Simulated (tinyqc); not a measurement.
What moves the optical constants: free-carrier optics of a doped semiconductor (Drude model with one polar phonon).

eps(E) = ei [1 - Ep^2/(E^2 + i E Gam)] + (es - ei) wT^2/(wT^2 - E^2 - i E gT), with Ep^2 = 8 pi c (e^2/(4 pi eps0)) N/(m ei), c = hbar^2/2m0, N in 1/angstrom^3 (1e-24 per 1/cm^3); Gam = hbar/tau, tau = mu m m0/e with m0/e = 5.685630e-12 kg/C and mu in m^2/(V s). Energies in meV.

n + i k = sqrt(eps1 + i eps2) with k >= 0; R = ((n - 1)^2 + k^2)/((n + 1)^2 + k^2) at normal incidence from vacuum; alpha = 2 E k/(hbar c), times 1e8 for 1/cm; loss function Im(-1/eps) = eps2/(eps1^2 + eps2^2).

Constants: hbar^2/2m0 = 3.80998211 eV angstrom^2; e^2/(4 pi eps0) = 14.39964547 eV angstrom; hbar = 6.58211957e-16 eV s; hbar c = 1973.269805 eV angstrom.

Values chosen for the exercise (mass and dielectric values near those of InP; N and mu are free inputs; interband absorption and the rise of the mass with filling are left out; not measured data): N = 3.3e+18 1/cm^3 (carrier density); m = 0.0766 m0 (conductivity mass); mu = 6000 cm^2/(V s) (mobility); ei = 9.78 (high-frequency dielectric constant); wT = 38.4 meV (TO phonon); es = 12.81 (static dielectric constant); gT = 0.6 meV (phonon damping); E = 191.1 meV (photon energy).

At the energy E.

One parameter was then changed.

Results before and after:
```
case     Ep (meV)  Gam (meV)       R  alpha (1/cm)
base        77.93       2.52  0.2287          74.7
changed     71.15       2.10  0.2348          51.5
```

Which of these changes was made? (a) m = 0.0919 m0; (b) E = 229.3 meV; (c) ei = 10.27; (d) N = 4.95e+18 1/cm^3; (e) mu = 3600 cm^2/(V s).

Answer: (a) m = 0.0919 m0. Of the candidates, run in turn, only this one gives the changed row.

All candidates:
```
case                  Ep (meV)  Gam (meV)       R  alpha (1/cm)
base                     77.93       2.52  0.2287          74.7
N = 4.95e+18 1/cm^3      95.45       2.52  0.2092           117
m = 0.0919 m0            71.15       2.10  0.2348          51.5
mu = 3600 cm^2/(V s)     77.93       4.20  0.2287           124
ei = 10.27               76.05       2.52  0.2401          72.2
E = 229.3 meV            77.93       2.52  0.2407          50.2
```

Computed by tinyqc, a small Python program: `OMP_NUM_THREADS=1 python tinyqc.py 1680187 1680188 out.jsonl` (the numbers bound the seed that draws the inputs); one thread of a shared host (Intel(R) Xeon(R) Processor @ 2.30GHz), about 0.01 s for the whole set of steps.
